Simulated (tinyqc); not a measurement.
Single-photon avalanche diode, trigger probability and counting: two steps of the calculation.

A multiplication layer of width W with the uniform field V/W; alpha = an exp(-bn/E) for electrons, beta = ap exp(-bp/E) for holes (local model, no dead space). a = alpha W, b = beta W. Electrons enter at x = 0, holes at x = W. P0 is the probability that an electron entering at 0 starts a lasting avalanche, PW the same for a hole entering at W.

Values chosen for this exercise; ionisation coefficients close to those of silicon:
```
symbol,value,unit,meaning
an,7.1e5,1/cm,electron prefactor
bn,1.2,MV/cm,electron field
ap,1.63e6,1/cm,hole prefactor
bp,2.07,MV/cm,hole field
W,0.3,um,width of the multiplication layer
Vx,3.4,V,excess bias
eta,0.31,,probability that a photon makes a pair that enters the layer
Gd,1000,1/s,thermal generation rate in the layer
td,10,ns,dead time
Cd,25,fF,diode capacitance
Rq,100,kohm,quench resistance
pa,5.2e-8,,trapping probability per avalanche carrier
tt,6.2,ns,trap release time
nph,1.7e5,1/s,photon rate
```

Constants: q = 1.602176634e-19 C. Results are converted to the units shown.

Question 1. Ionisation integrals at and above breakdown. Breakdown: ln(a/b) = a - b with a not equal to b. VB is given; V = VB + Vx.

breakdown voltage VB = 13.938490 V

Find: E at VB; a at VB; b at VB; E at V; a; b.

Answer 1.

E at VB = 0.46462 MV/cm
a at VB = 1.6095
b at VB = 0.56807
E at V = 0.57795 MV/cm
a = 2.6709
b = 1.3609

At VB, ln(a/b) = 1.041 equals a - b.

Question 2. Detection, dark counts, afterpulses and dead-time loss. Pm is the mean trigger probability of pairs made evenly in the layer. PDP = eta P0; dark counts Gd Pm; avalanche charge Cd Vx/q; afterpulse probability pa (Cd Vx/q) exp(-td/tt) Pm; true rate n = nph PDP + dark counts; measured n/(1 + n td) (non-paralysable) or n exp(-n td) (paralysable); recharge time Rq Cd.

P0 = 0.87431606
Pm = 0.77652231

Find: PDP; dark counts; avalanche charge; afterpulse probability; true rate; measured, non-paralysable; measured, paralysable; recharge time.

Answer 2.

PDP = 0.27104
dark counts = 776.52 1/s
avalanche charge = 5.3053e5 electrons
afterpulse probability = 0.42696 %
true rate = 46853 1/s
measured, non-paralysable = 46831 1/s
measured, paralysable = 46831 1/s
recharge time = 2.5000 ns

Dead time hides 0.047 % of the events in the first model and 0.047 % in the second.

Program tinyqc, `OMP_NUM_THREADS=1 python tinyqc.py 2630045 2630046 out.jsonl`; Intel Xeon 2.30GHz, shared host, one thread, about 0.01 s.
